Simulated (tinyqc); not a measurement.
Energy and delay of logic against supply voltage: two steps of the calculation.

One expression serves below and above threshold: I(Vg) = Ik [ln(1 + exp((Vg - VT + dd V)/(al nf Vt)))]^al, with I_on = I(V) and I_off = I(0). Gate delay td = kd C V/I_on, clock period LD td. Per gate and cycle the switching energy is act C V^2 and the leakage energy I_off V LD td. No short-circuit current, no variation. Minima are sought above 0.09 V; below a few Vt gates no longer switch and the model has no meaning.

Parameters, values chosen for the exercise; values of the order met in logic technologies: temperature T = 300 K; threshold voltage at zero drain bias VT = 0.38 V; slope factor nf = 1.34; barrier lowering per volt of supply dd = 0.02; specific current of a gate Ik = 0.91 uA; exponent of the current law al = 1.83; load capacitance of a gate C = 0.89 fF; delay factor kd = 1; logic depth LD = 12; activity factor act = 0.1; supply voltage V = 0.84 V.

Constants: q = 1.602176634e-19 C, kB = 1.380649e-23 J/K, Vt = kB T/q. Results are converted to the units shown.

Problem 1. Currents, delay and energies. I_on, I_off, td, clock frequency 1/(LD td), both energies and their sum.

Find: I_on; I_off; td; clock frequency; switching energy; leakage energy; energy.

Solution 1.

I_on = 36.534 uA
I_off = 0.025375 nA
td = 20.463 ps
clock frequency = 4.0724 GHz
switching energy = 62.798 aJ
leakage energy = 0.0052339 aJ
energy = 62.804 aJ

I_on/I_off = 1.44e6; leakage makes up 0.00833 % of the energy.

Problem 2. New V. Minimum-energy supply: E(V) is the energy per gate and cycle; with h = 0.001 V, E' = (E(V + h) - E(V - h))/(2 h), E'' = (E(V - h) - 2 E(V) + E(V + h))/h^2, V(new) = V - E'/E''.

V after iteration 1 = 0.18418280 V

Give: E'; E''; V after iteration 2.

Solution 2.

E' = 0.6871 aJ/V
E'' = 644.5 aJ/V^2
V after iteration 2 = 0.1831 V

Program tinyqc, `OMP_NUM_THREADS=1 python tinyqc.py 2082208 2082209 out.jsonl`; Intel Xeon 2.30GHz, shared host, one thread, about 0.01 s.
